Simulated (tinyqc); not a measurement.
Biaxially strained (001) channel, valley splitting in an inversion layer: one step of the calculation.

A thin layer grown on a relaxed buffer is stretched in the plane. The two valleys with their long axis along the growth direction (D2) sink against the four in-plane ones (D4); confinement in a triangular well splits them too. Only the lowest subband of each set is kept; one relaxation time, so the weakening of intervalley scattering is left out.

Task. Subband edges and densities of states. Levels E(m) = 2.33811 (hbar^2 q^2 F^2/(2 m))^(1/3): E2 = E(ml), E4 = E(mt) + D; N2 = 2 mt kB T/(pi hbar^2), N4 = 4 sqrt(mt ml) kB T/(pi hbar^2).

Inputs (values chosen for the exercise); values close to those of silicon on relaxed silicon-germanium:
- T = 300 K (temperature)
- x = 0.18 (germanium share of the relaxed buffer)
- b1 = 0.0418 (lattice mismatch per unit x)
- c11 = 166 GPa (elastic constant)
- c12 = 62.8 GPa (elastic constant)
- Xu = 9.19 eV (shear deformation potential)
- ml = 0.915 m0 (longitudinal mass)
- mt = 0.187 m0 (transverse mass)
- F = 0.38 MV/cm (confining field)

Constants: q = 1.602176634e-19 C, kB = 1.380649e-23 J/K, hbar = 1.054571817e-34 J s, m0 = 9.1093837015e-31 kg, hbar^2/(2 m0) = 0.0380998212 eV nm^2. Results are converted to the units shown.

D = 121.46292 meV

Give: E2; E4; N2; N4.

Result.

E2 = 0.09160 eV
E4 = 0.2770 eV
N2 = 4.039e12 cm^-2
N4 = 1.787e13 cm^-2

Of the gap E4 - E2 = 185 meV, confinement gives 63.9 meV.

Program tinyqc, `OMP_NUM_THREADS=1 python tinyqc.py 2530046 2530047 out.jsonl`; Intel Xeon 2.30GHz, shared host, one thread, about 0.01 s.
